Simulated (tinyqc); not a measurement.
RKS/LDA (VWN5) in the cc-pvdz basis, for He, spin multiplicity 1, step by step. Computed by tinyqc, a small Python program that keeps every step (integrals from PySCF). Settings: charge = 0, multiplicity = 1, basis = cc-pvdz, energy threshold = 1e-09, iteration cap = 65, orthogonalisation = symmetric, start = core, DIIS depth = 4, DIIS from iteration = 3, method = RKS, functional = lda,vwn, grid = [40, 14]. Command: `OMP_NUM_THREADS=1 python tinyqc.py 27281 27282 out.jsonl` (the two numbers bound the seeds that draw the settings). One thread of a shared host (Intel(R) Xeon(R) Processor @ 2.60GHz), about 0.08 s of CPU time with the checks. Later iterations appear only in the table of the cycle.

## One-electron integrals

Geometry (angstrom):
```
atom        x        y        z
He    0.00000  0.00000  0.00000
```

Basis cc-pvdz: exponents (1/bohr^2) and contraction coefficients of normalised primitives:
```
element  l (shell)  exponent  coefficient
He           s (1)  38.36000      0.04018
He           s (1)   5.77000      0.26137
He           s (1)   1.24000      0.79307
He           s (2)   0.29760      1.00000
He           p (3)   1.27500      1.00000
```

Overlap, kinetic and nuclear-attraction integrals over the contracted functions; the nuclear repulsion is the sum of Za Zb / Rab.

nuclear repulsion = 0 hartree

overlap S, order 1He 1s, 1He 2s, 1He 2px, 1He 2py, 1He 2pz:
$$\begin{pmatrix}
1.00000 & 0.63417 & 0.00000 & 0.00000 & 0.00000 \\
0.63417 & 1.00000 & 0.00000 & 0.00000 & 0.00000 \\
0.00000 & 0.00000 & 1.00000 & 0.00000 & 0.00000 \\
0.00000 & 0.00000 & 0.00000 & 1.00000 & 0.00000 \\
0.00000 & 0.00000 & 0.00000 & 0.00000 & 1.00000
\end{pmatrix}$$

kinetic energy T (hartree), order 1He 1s, 1He 2s, 1He 2px, 1He 2py, 1He 2pz:
$$\begin{pmatrix}
2.92243 & 0.46666 & 0.00000 & 0.00000 & 0.00000 \\
0.46666 & 0.44640 & 0.00000 & 0.00000 & 0.00000 \\
0.00000 & 0.00000 & 3.18750 & 0.00000 & 0.00000 \\
0.00000 & 0.00000 & 0.00000 & 3.18750 & 0.00000 \\
0.00000 & 0.00000 & 0.00000 & 0.00000 & 3.18750
\end{pmatrix}$$

nuclear attraction V (hartree), order 1He 1s, 1He 2s, 1He 2px, 1He 2py, 1He 2pz:
$$\begin{pmatrix}
-4.80269 & -2.01245 & 0.00000 & 0.00000 & 0.00000 \\
-2.01245 & -1.74107 & 0.00000 & 0.00000 & 0.00000 \\
0.00000 & 0.00000 & -2.40250 & 0.00000 & 0.00000 \\
0.00000 & 0.00000 & 0.00000 & -2.40250 & 0.00000 \\
0.00000 & 0.00000 & 0.00000 & 0.00000 & -2.40250
\end{pmatrix}$$

core Hamiltonian H = T + V (hartree), order 1He 1s, 1He 2s, 1He 2px, 1He 2py, 1He 2pz:
$$\begin{pmatrix}
-1.88025 & -1.54579 & 0.00000 & 0.00000 & 0.00000 \\
-1.54579 & -1.29467 & 0.00000 & 0.00000 & 0.00000 \\
0.00000 & 0.00000 & 0.78500 & 0.00000 & 0.00000 \\
0.00000 & 0.00000 & 0.00000 & 0.78500 & 0.00000 \\
0.00000 & 0.00000 & 0.00000 & 0.00000 & 0.78500
\end{pmatrix}$$

## Two-electron integrals

Functions are numbered as in S; the eight-fold symmetry (ij|kl) = (ji|kl) = (kl|ij) leaves the list below.

Two-electron integrals (ij|kl) in chemists' order, unique and non-zero (hartree):
```
(11|11) 1.54304   (21|11) 0.78498   (21|21) 0.42677   (22|11) 0.80346
(22|21) 0.47591   (22|22) 0.61556   (31|31) 0.17731   (32|31) 0.14252
(32|32) 0.13001   (33|11) 1.09980   (33|21) 0.62778   (33|22) 0.73440
(33|33) 1.04053   (41|41) 0.17731   (42|41) 0.14252   (42|42) 0.13001
(43|43) 0.06371   (44|11) 1.09980   (44|21) 0.62778   (44|22) 0.73440
(44|33) 0.91312   (44|44) 1.04053   (51|51) 0.17731   (52|51) 0.14252
(52|52) 0.13001   (53|53) 0.06371   (54|54) 0.06371   (55|11) 1.09980
(55|21) 0.62778   (55|22) 0.73440   (55|33) 0.91312   (55|44) 0.91312
(55|55) 1.04053
```

## Orthogonalisation

S = U s U^T; symmetric (Loewdin) form X = U s^(-1/2) U^T, so that X^T S X = 1.

eigenvalues of S: [0.36583, 1.00000, 1.00000, 1.00000, 1.63417]

X, order 1He 1s, 1He 2s, 1He 2px, 1He 2py, 1He 2pz:
$$\begin{pmatrix}
1.21779 & -0.43553 & 0.00000 & 0.00000 & 0.00000 \\
-0.43553 & 1.21779 & 0.00000 & 0.00000 & 0.00000 \\
0.00000 & 0.00000 & 1.00000 & 0.00000 & 0.00000 \\
0.00000 & 0.00000 & 0.00000 & 1.00000 & 0.00000 \\
0.00000 & 0.00000 & 0.00000 & 0.00000 & 1.00000
\end{pmatrix}$$

## Starting guess

The start is the orbitals of the core Hamiltonian; D = 2 C_occ C_occ^T.

D at the start, order 1He 1s, 1He 2s, 1He 2px, 1He 2py, 1He 2pz:
$$\begin{pmatrix}
1.19545 & 0.48146 & 0.00000 & 0.00000 & 0.00000 \\
0.48146 & 0.19390 & 0.00000 & 0.00000 & 0.00000 \\
0.00000 & 0.00000 & 0.00000 & 0.00000 & 0.00000 \\
0.00000 & 0.00000 & 0.00000 & 0.00000 & 0.00000 \\
0.00000 & 0.00000 & 0.00000 & 0.00000 & 0.00000
\end{pmatrix}$$

## Iteration 1: exchange-correlation on the grid

Becke grid with 40 radial and 14 angular points per atom, points of zero weight dropped. rho = sum D_ij phi_i phi_j; V_xc,ij = sum w v_xc phi_i phi_j; v_xc is d(rho eps)/d rho.

The 8 grid points with the largest w rho, of 560 (bohr, atomic units):
```
x                y         z        w      rho    eps_xc      v_xc
0.40734    0.40734  -0.40734  0.05574  0.29558  -0.55367  -0.72554
-0.40734   0.40734  -0.40734  0.05574  0.29558  -0.55367  -0.72554
0.40734   -0.40734   0.40734  0.05574  0.29558  -0.55367  -0.72554
-0.40734  -0.40734   0.40734  0.05574  0.29558  -0.55367  -0.72554
0.40734    0.40734   0.40734  0.05574  0.29558  -0.55367  -0.72554
-0.40734   0.40734   0.40734  0.05574  0.29558  -0.55367  -0.72554
-0.40734  -0.40734  -0.40734  0.05574  0.29558  -0.55367  -0.72554
0.40734   -0.40734  -0.40734  0.05574  0.29558  -0.55367  -0.72554
```

electrons on the grid, sum of w rho = 2.00000

E_xc = sum of w rho eps_xc = -1.1916631 hartree

V_xc (hartree), order 1He 1s, 1He 2s, 1He 2px, 1He 2py, 1He 2pz:
$$\begin{pmatrix}
-0.89993 & -0.43156 & 0.00000 & 0.00000 & 0.00000 \\
-0.43156 & -0.37299 & 0.00000 & 0.00000 & 0.00000 \\
0.00000 & 0.00000 & -0.58247 & 0.00000 & 0.00000 \\
0.00000 & 0.00000 & 0.00000 & -0.58247 & 0.00000 \\
0.00000 & 0.00000 & 0.00000 & 0.00000 & -0.58247
\end{pmatrix}$$

## Iteration 1: building the Kohn-Sham matrix

J_ij = sum D_kl (ij|kl); F = H + J + V_xc; E = tr D H + tr D J / 2 + E_xc + E_nn.

Coulomb J (hartree), order 1He 1s, 1He 2s, 1He 2px, 1He 2py, 1He 2pz:
$$\begin{pmatrix}
2.75628 & 1.44163 & 0.00000 & 0.00000 & 0.00000 \\
1.44163 & 1.53811 & 0.00000 & 0.00000 & 0.00000 \\
0.00000 & 0.00000 & 2.06166 & 0.00000 & 0.00000 \\
0.00000 & 0.00000 & 0.00000 & 2.06166 & 0.00000 \\
0.00000 & 0.00000 & 0.00000 & 0.00000 & 2.06166
\end{pmatrix}$$

Kohn-Sham matrix F (hartree), order 1He 1s, 1He 2s, 1He 2px, 1He 2py, 1He 2pz:
$$\begin{pmatrix}
-0.02391 & -0.53572 & 0.00000 & 0.00000 & 0.00000 \\
-0.53572 & -0.12955 & 0.00000 & 0.00000 & 0.00000 \\
0.00000 & 0.00000 & 2.26419 & 0.00000 & 0.00000 \\
0.00000 & 0.00000 & 0.00000 & 2.26419 & 0.00000 \\
0.00000 & 0.00000 & 0.00000 & 0.00000 & 2.26419
\end{pmatrix}$$

total energy of this density = -2.6882100 hartree

## Iteration 1: diagonalisation and new density

Diagonalise F' = X^T F X, C = X C', fill 1 alpha and 1 beta electrons from the bottom; D = 2 C_occ C_occ^T. Each column has its largest component positive (the first on a tie).

F' = X^T F X (hartree):
$$\begin{pmatrix}
0.50825 & -0.81472 & 0.00000 & 0.00000 & 0.00000 \\
-0.81472 & 0.37162 & 0.00000 & 0.00000 & 0.00000 \\
0.00000 & 0.00000 & 2.26419 & 0.00000 & 0.00000 \\
0.00000 & 0.00000 & 0.00000 & 2.26419 & 0.00000 \\
0.00000 & 0.00000 & 0.00000 & 0.00000 & 2.26419
\end{pmatrix}$$

orbital energies (hartree): MO1 -0.37764, MO2 1.25751, MO3 2.26419, MO4 2.26419, MO5 2.26419

coefficients C, order 1He 1s, 1He 2s, 1He 2px, 1He 2py, 1He 2pz:
$$\begin{pmatrix}
0.50377 & 1.19119 & 0.00000 & 0.00000 & 0.00000 \\
0.60155 & -1.14493 & 0.00000 & 0.00000 & 0.00000 \\
0.00000 & 0.00000 & -0.46597 & 0.87924 & -0.09906 \\
0.00000 & 0.00000 & 0.81290 & 0.46962 & 0.34444 \\
0.00000 & 0.00000 & -0.34937 & -0.07998 & 0.93357
\end{pmatrix}$$

D after iteration 1, order 1He 1s, 1He 2s, 1He 2px, 1He 2py, 1He 2pz:
$$\begin{pmatrix}
0.50757 & 0.60608 & 0.00000 & 0.00000 & 0.00000 \\
0.60608 & 0.72371 & 0.00000 & 0.00000 & 0.00000 \\
0.00000 & 0.00000 & 0.00000 & 0.00000 & 0.00000 \\
0.00000 & 0.00000 & 0.00000 & 0.00000 & 0.00000 \\
0.00000 & 0.00000 & 0.00000 & 0.00000 & 0.00000
\end{pmatrix}$$

Within a degenerate level the vectors are fixed only up to a rotation; this is one choice.

## Iteration 2: exchange-correlation on the grid

As before.

The 8 grid points with the largest w rho, of 560 (bohr, atomic units):
```
x                y         z        w      rho    eps_xc      v_xc
-0.56141  -0.56141  -0.56141  0.13257  0.11088  -0.40898  -0.53472
0.56141    0.56141  -0.56141  0.13257  0.11088  -0.40898  -0.53472
0.56141   -0.56141  -0.56141  0.13257  0.11088  -0.40898  -0.53472
-0.56141   0.56141  -0.56141  0.13257  0.11088  -0.40898  -0.53472
0.56141   -0.56141   0.56141  0.13257  0.11088  -0.40898  -0.53472
-0.56141  -0.56141   0.56141  0.13257  0.11088  -0.40898  -0.53472
-0.56141   0.56141   0.56141  0.13257  0.11088  -0.40898  -0.53472
0.56141    0.56141   0.56141  0.13257  0.11088  -0.40898  -0.53472
```

electrons on the grid, sum of w rho = 2.00000

E_xc = sum of w rho eps_xc = -0.9136789 hartree

V_xc (hartree), order 1He 1s, 1He 2s, 1He 2px, 1He 2py, 1He 2pz:
$$\begin{pmatrix}
-0.80819 & -0.40935 & 0.00000 & 0.00000 & 0.00000 \\
-0.40935 & -0.40105 & 0.00000 & 0.00000 & 0.00000 \\
0.00000 & 0.00000 & -0.57449 & 0.00000 & 0.00000 \\
0.00000 & 0.00000 & 0.00000 & -0.57449 & 0.00000 \\
0.00000 & 0.00000 & 0.00000 & 0.00000 & -0.57449
\end{pmatrix}$$

## Iteration 2: building the Kohn-Sham matrix

As before.

Coulomb J (hartree), order 1He 1s, 1He 2s, 1He 2px, 1He 2py, 1He 2pz:
$$\begin{pmatrix}
2.31620 & 1.26017 & 0.00000 & 0.00000 & 0.00000 \\
1.26017 & 1.43018 & 0.00000 & 0.00000 & 0.00000 \\
0.00000 & 0.00000 & 1.85070 & 0.00000 & 0.00000 \\
0.00000 & 0.00000 & 0.00000 & 1.85070 & 0.00000 \\
0.00000 & 0.00000 & 0.00000 & 0.00000 & 1.85070
\end{pmatrix}$$

Kohn-Sham matrix F (hartree), order 1He 1s, 1He 2s, 1He 2px, 1He 2py, 1He 2pz:
$$\begin{pmatrix}
-0.37224 & -0.69496 & 0.00000 & 0.00000 & 0.00000 \\
-0.69496 & -0.26554 & 0.00000 & 0.00000 & 0.00000 \\
0.00000 & 0.00000 & 2.06120 & 0.00000 & 0.00000 \\
0.00000 & 0.00000 & 0.00000 & 2.06120 & 0.00000 \\
0.00000 & 0.00000 & 0.00000 & 0.00000 & 2.06120
\end{pmatrix}$$

total energy of this density = -2.8096538 hartree

## Iteration 2: diagonalisation and new density

As before.

F' = X^T F X (hartree):
$$\begin{pmatrix}
0.13479 & -0.82420 & 0.00000 & 0.00000 & 0.00000 \\
-0.82420 & 0.27279 & 0.00000 & 0.00000 & 0.00000 \\
0.00000 & 0.00000 & 2.06120 & 0.00000 & 0.00000 \\
0.00000 & 0.00000 & 0.00000 & 2.06120 & 0.00000 \\
0.00000 & 0.00000 & 0.00000 & 0.00000 & 2.06120
\end{pmatrix}$$

orbital energies (hartree): MO1 -0.62329, MO2 1.03087, MO3 2.06120, MO4 2.06120, MO5 2.06120

coefficients C, order 1He 1s, 1He 2s, 1He 2px, 1He 2py, 1He 2pz:
$$\begin{pmatrix}
0.60147 & -1.14497 & 0.00000 & 0.00000 & 0.00000 \\
0.50385 & 1.19115 & 0.00000 & 0.00000 & 0.00000 \\
0.00000 & 0.00000 & 0.02386 & 0.99629 & -0.08273 \\
0.00000 & 0.00000 & 0.32304 & 0.07063 & 0.94374 \\
0.00000 & 0.00000 & 0.94608 & -0.04925 & -0.32016
\end{pmatrix}$$

D after iteration 2, order 1He 1s, 1He 2s, 1He 2px, 1He 2py, 1He 2pz:
$$\begin{pmatrix}
0.72353 & 0.60610 & 0.00000 & 0.00000 & 0.00000 \\
0.60610 & 0.50773 & 0.00000 & 0.00000 & 0.00000 \\
0.00000 & 0.00000 & 0.00000 & 0.00000 & 0.00000 \\
0.00000 & 0.00000 & 0.00000 & 0.00000 & 0.00000 \\
0.00000 & 0.00000 & 0.00000 & 0.00000 & 0.00000
\end{pmatrix}$$

Within a degenerate level the vectors are fixed only up to a rotation; this is one choice.

## Iteration 8 (converged): orbitals

converged F (hartree), order 1He 1s, 1He 2s, 1He 2px, 1He 2py, 1He 2pz:
$$\begin{pmatrix}
-0.28095 & -0.65277 & 0.00000 & 0.00000 & 0.00000 \\
-0.65277 & -0.23002 & 0.00000 & 0.00000 & 0.00000 \\
0.00000 & 0.00000 & 2.11575 & 0.00000 & 0.00000 \\
0.00000 & 0.00000 & 0.00000 & 2.11575 & 0.00000 \\
0.00000 & 0.00000 & 0.00000 & 0.00000 & 2.11575
\end{pmatrix}$$

As before.

F' = X^T F X (hartree):
$$\begin{pmatrix}
0.23216 & -0.82089 & 0.00000 & 0.00000 & 0.00000 \\
-0.82089 & 0.29803 & 0.00000 & 0.00000 & 0.00000 \\
0.00000 & 0.00000 & 2.11575 & 0.00000 & 0.00000 \\
0.00000 & 0.00000 & 0.00000 & 2.11575 & 0.00000 \\
0.00000 & 0.00000 & 0.00000 & 0.00000 & 2.11575
\end{pmatrix}$$

orbital energies (hartree): MO1 -0.55645, MO2 1.08664, MO3 2.11575, MO4 2.11575, MO5 2.11575

coefficients C, order 1He 1s, 1He 2s, 1He 2px, 1He 2py, 1He 2pz:
$$\begin{pmatrix}
0.57647 & -1.15775 & 0.00000 & 0.00000 & 0.00000 \\
0.52959 & 1.17993 & 0.00000 & 0.00000 & 0.00000 \\
0.00000 & 0.00000 & 0.94788 & -0.30045 & -0.10610 \\
0.00000 & 0.00000 & 0.25812 & 0.91927 & -0.29718 \\
0.00000 & 0.00000 & 0.18682 & 0.25431 & 0.94891
\end{pmatrix}$$

D after iteration 8, order 1He 1s, 1He 2s, 1He 2px, 1He 2py, 1He 2pz:
$$\begin{pmatrix}
0.66464 & 0.61059 & 0.00000 & 0.00000 & 0.00000 \\
0.61059 & 0.56093 & 0.00000 & 0.00000 & 0.00000 \\
0.00000 & 0.00000 & 0.00000 & 0.00000 & 0.00000 \\
0.00000 & 0.00000 & 0.00000 & 0.00000 & 0.00000 \\
0.00000 & 0.00000 & 0.00000 & 0.00000 & 0.00000
\end{pmatrix}$$

Within a degenerate level the vectors are fixed only up to a rotation; this is one choice.

## Convergence

Stop when the energy changes by less than 1e-09 hartree and every element of the error matrix X^T (F D S - S D F) X is below 9e-06.

Course of the cycle:
```
iteration  E (hartree)     change  largest element of the error matrix
1           -2.6882100          -                             7.57e-01
2           -2.8096538  -1.21e-01                             2.75e-01
3           -2.8246098  -1.50e-02                             9.65e-02
4           -2.8264409  -1.83e-03                             3.44e-02
5           -2.8267066  -2.66e-04                             2.16e-05
6           -2.8267066  -6.44e-11                             1.34e-05
7           -2.8267066  -1.91e-11                             9.71e-06
8           -2.8267066  -2.12e-11                             3.22e-09
```

PySCF RKS in the same basis, fine grid = -2.8267066 hartree

Converged in 8 iterations.

## Populations

Mulliken: Z minus the diagonal of D S on the atom; Loewdin: the same with S^(1/2) D S^(1/2).

Charges (e):
```
atom  Mulliken  Loewdin
1He          0        0
```
